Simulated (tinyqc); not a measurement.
Capacitance of parallel on-chip lines from Laplace's equation on a mesh: one step of the calculation.

Cross-section of an endless row of equal lines between two grounded planes; neighbours are driven in antiphase (+1 V and -1 V), so the plane midway between two lines is at 0 V. By symmetry one quarter is solved: x runs from the centre of a line (column 0, mirror) to that midplane (column 5, 0 V), y from the mid-height of the line (row 0, mirror) to the ground plane (row 3, 0 V). The line fills columns 0 to 2 and rows 0 to 1 at 1 V. Cells beside the line (below row 1) have e2, cells above have e1. Each link between nodes has the conductance g = mean permittivity of the two cells beside it (a cell beyond a mirror counts as 0), and the free nodes obey sum g (V_neighbour - V) = 0.

Problem. Link conductances. gx[j, i] joins node (row j, column i) to column i + 1, gy[j, i] to row j + 1.

Values chosen for this exercise: relative permittivity above and below the lines e1 = 3.9; relative permittivity between the lines e2 = 3.9.

Give: gx; gy.

Solution.

gx:

|  | col 0 | col 1 | col 2 | col 3 | col 4 |
|---|---|---|---|---|---|
| row 0 | 1.9500 | 1.9500 | 1.9500 | 1.9500 | 1.9500 |
| row 1 | 3.9000 | 3.9000 | 3.9000 | 3.9000 | 3.9000 |
| row 2 | 3.9000 | 3.9000 | 3.9000 | 3.9000 | 3.9000 |
| row 3 | 1.9500 | 1.9500 | 1.9500 | 1.9500 | 1.9500 |

gy:

|  | col 0 | col 1 | col 2 | col 3 | col 4 | col 5 |
|---|---|---|---|---|---|---|
| row 0 | 1.9500 | 3.9000 | 3.9000 | 3.9000 | 3.9000 | 1.9500 |
| row 1 | 1.9500 | 3.9000 | 3.9000 | 3.9000 | 3.9000 | 1.9500 |
| row 2 | 1.9500 | 3.9000 | 3.9000 | 3.9000 | 3.9000 | 1.9500 |

Program tinyqc, `OMP_NUM_THREADS=1 python tinyqc.py 2790113 2790114 out.jsonl`; Intel Xeon 2.30GHz, shared host, one thread, about 0.7 s.
